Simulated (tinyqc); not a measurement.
Strain-driven crossing of the Gamma and L valleys in a germanium-like crystal alloyed with tin: one step. Band edges.

Edges from the unstrained valence top: Gamma at Eg + ac tr(e); an L valley with unit axis u at EgL + aL tr(e) + XuL (u.e.u - tr(e)/3), u along [111], [1-1-1], [-11-1], [-1-11]; valence edges are the levels of the 6 x 6 matrix of X, Y, Z times spin with -Dso/3 + l exx + m (eyy + ezz) on the diagonal (cyclic), n exy off it, l = av + 2 b, m = av - b, n = sqrt(3) d. Spin-orbit term (Dso/3) L.sigma on X, Y, Z with (L_k)_ij = -i epsilon_kij: <X+|H|Y+> = -i Dso/3, <X+|H|Z-> = Dso/3, <Y+|H|Z-> = -i Dso/3, <Z+|H|X-> = -Dso/3, <Z+|H|Y-> = i Dso/3, <X-|H|Y-> = i Dso/3, and their conjugates; + and - are the spin along z.

With tin the unstrained gaps become E(y) = (1 - y) E + y EgS - CS y (1 - y); all other values are kept.

Parameters, chosen for this exercise (near those of Ge, gaps at low temperature; the results hold for these values, not for the real material):
```
symbol  value           unit  meaning
Eg      0.889           eV    gap at Gamma to the s-like level
EgL     0.733           eV    gap to L
Dso     0.285           eV    spin-orbit splitting
ac      -8.29           eV    conduction deformation potential
av      1.26            eV    valence hydrostatic potential
b       -2.54           eV    tetragonal shear potential
d       -5.4            eV    trigonal shear potential
aL      -1.39           eV    hydrostatic potential of the L edge, Xd + Xu/3
XuL     16.82           eV    uniaxial potential, L
y       0.06                  tin fraction
EgS     (-0.424, 0.08)  eV    Gamma and L gaps of the tin end
CS      (2.28, 0.76)    eV    bowing of the Gamma and L gaps
```

strain tensor in the cubic axes:
```
             x            y           z
x   0.00175219  -0.00464781  0.00000000
y  -0.00464781   0.00175219  0.00000000
z   0.00000000   0.00000000  0.00640000
```

Problem. Give the edges and the direct and indirect gaps from the top valence edge.

Give: Gamma edge; L edges; valence edges from the top; direct and indirect gap.

Solution.

Gamma edge = 0.5995 eV

L edges (eV): [111] 0.5851, [1-1-1] 0.6893, [-11-1] 0.6893, [-1-11] 0.5851

valence edges from the top (eV): 0.0450  -0.0152  -0.2774

direct and indirect gap (eV): 0.5545  0.5401

The gap is indirect: Gamma lies 14 meV above the lowest L valley. The top two valence edges are 60 meV apart.

(tinyqc, `OMP_NUM_THREADS=1 python tinyqc.py 1080577 1080578 out.jsonl`, Intel(R) Xeon(R) Processor @ 2.30GHz, 1 thread, shared host, about 0.01 s.)
